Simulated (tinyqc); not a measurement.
From film after the bake back to spin speed f: spin coating of a resist or spin-on film: centrifugal thinning, evaporation and the final thickness (Emslie and Meyerhofer models). Computed by tinyqc, a small Python program. Command: `OMP_NUM_THREADS=1 python tinyqc.py 3111535 3111536 out.jsonl spincoat inv`. One thread of a shared host (Intel(R) Xeon(R) Processor @ 2.30GHz), about 0.4 s of CPU time with the checks.

A Newtonian film stays uniform over the wafer; solvent and solids have the same density and the concentration is uniform through the thickness.

Inputs (values chosen for the exercise, of the order of those of a polymer resist in an ester solvent):

| quantity | value | unit |
|---|---|---|
| solids volume fraction c0 | 0.25 | - |
| kinematic viscosity of the solvent nu_s | 1.4 | mm^2/s |
| viscosity constant k | 720 | mm^2/s |
| viscosity exponent gamma | 3.2 | - |
| evaporation rate at 1000 rpm e0 | 0.19 | micrometre/s |
| starting thickness h0 | 400 | micrometre |
| shrinkage in the bake | 0.59 | % |

Method:
- omega = 2 pi f/60; nu(c) = nu_s + k c^gamma; evaporation rate e = e0 sqrt(f/1000 rpm).
- Full model for solids s and liquid l per area, h = s + l, c = s/h: ds/dt = -c Q, dl/dt = -(1 - c) Q - e, Q = 2 omega^2 h^3/(3 nu(c)); integrated adaptively (relative tolerance 1e-9) until l = 0.
- Dry film = s at l = 0, before the bake; film after the bake = s x (1 - shrinkage).

Task: A run gave the result below. Find the spin speed f, known to lie between 800 and 1700 rpm.

film after the bake = 2046.885 nm

Result:

Each step takes the trial c = (a f_b - b f_a)/(f_b - f_a), f being the result less the target and a, b, c the logarithms of the listed values; c replaces end b, the old b replaces a if the sign of f changed, and otherwise f_a is halved.

Scan of the range:

| spin speed f (rpm) | film after the bake (nm) |
|---|---|
| 800 | 2215.58 |
| 907 | 2080.79 |
| 1030 | 1952.60 |
| 1170 | 1832.06 |
| 1320 | 1724.83 |
| 1500 | 1618.03 |
| 1700 | 1519.88 |

False position (Illinois rule, in the logarithm of the input) inside the bracket:

| step | end a | end b | trial | film after the bake (nm) |
|---|---|---|---|---|
| 1 | 907.000 | 1030.00 | 938.030 | 2046.09 |
| 2 | 907.000 | 938.03 | 936.615 | 2047.63 |
| 3 | 938.030 | 936.61 | 937.300 | 2046.88 |
| 4 | 936.615 | 937.30 | 937.300 | 2046.88 |

Film after the bake falls at every point of a 13-point scan of the range (every second point is shown), so one value fits; it is bracketed by 907 and 1030. The scan shows a pure power law with exponent -0.5000, so scaling from any one row also gives the answer directly. Answer: spin speed f = 937.3 rpm.
